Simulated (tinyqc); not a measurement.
Worked calculation: UHF in the sto-3g basis, for H3+, spin multiplicity 1. One step of it, computed by the program tinyqc.

Problem. Iteration 1: building the Fock matrix. J_ij = sum D_kl (ij|kl) with D = D(alpha) + D(beta), K_ij = sum D_kl (ik|jl) for each spin; F = H + J - K(s); E = tr D H + tr D J / 2 - 0.5 sum_s tr D(s) K(s) + E_nn.

D(alpha) at the start:
```
          1H 1s     2H 1s     3H 1s
1H 1s  0.480229  0.059963  0.271453
2H 1s  0.059963  0.007487  0.033894
3H 1s  0.271453  0.033894  0.153441
```

D(beta) at the start:
```
          1H 1s     2H 1s     3H 1s
1H 1s  0.480206  0.271489  0.059898
2H 1s  0.271489  0.153489  0.033864
3H 1s  0.059898  0.033864  0.007471
```

core Hamiltonian H = T + V (hartree):
```
           1H 1s      2H 1s      3H 1s
1H 1s  -1.537953  -0.932466  -0.932331
2H 1s  -0.932466  -1.288843  -0.293289
3H 1s  -0.932331  -0.293289  -1.288786
```

Two-electron integrals (ij|kl) in chemists' order, unique and non-zero (hartree):
```
(11|11) 0.774606   (21|11) 0.332536   (21|21) 0.179262   (22|11) 0.494291
(22|21) 0.332536   (22|22) 0.774606   (31|11) 0.332479   (31|21) 0.134805
(31|22) 0.195642   (31|31) 0.179208   (32|11) 0.090587   (32|21) 0.043729
(32|22) 0.074589   (32|31) 0.043723   (32|32) 0.012376   (33|11) 0.494251
(33|21) 0.195661   (33|22) 0.285076   (33|31) 0.332479   (33|32) 0.074589
(33|33) 0.774606
```

nuclear repulsion = 1.39960103 hartree

Give: Coulomb J; exchange K(alpha); exchange K(beta); F(alpha); F(beta); total energy of this density.

Solution.

Coulomb J (hartree):
```
        1H 1s   2H 1s   3H 1s
1H 1s  1.3561  0.6185  0.6184
2H 1s  0.6185  1.0055  0.1707
3H 1s  0.6184  0.1707  1.0054
```

exchange K(alpha) (hartree):
```
        1H 1s   2H 1s   3H 1s
1H 1s  0.6304  0.2786  0.4155
2H 1s  0.2786  0.1625  0.1662
3H 1s  0.4155  0.1662  0.3958
```

exchange K(beta) (hartree):
```
        1H 1s   2H 1s   3H 1s
1H 1s  0.6303  0.4155  0.2785
2H 1s  0.4155  0.3959  0.1661
3H 1s  0.2785  0.1661  0.1624
```

F(alpha) (hartree):
```
         1H 1s    2H 1s    3H 1s
1H 1s  -0.8122  -0.5926  -0.7294
2H 1s  -0.5926  -0.4458  -0.2888
3H 1s  -0.7294  -0.2888  -0.6792
```

F(beta) (hartree):
```
         1H 1s    2H 1s    3H 1s
1H 1s  -0.8122  -0.7295  -0.5925
2H 1s  -0.7295  -0.6793  -0.2888
3H 1s  -0.5925  -0.2888  -0.4458
```

total energy of this density = -1.168489 hartree
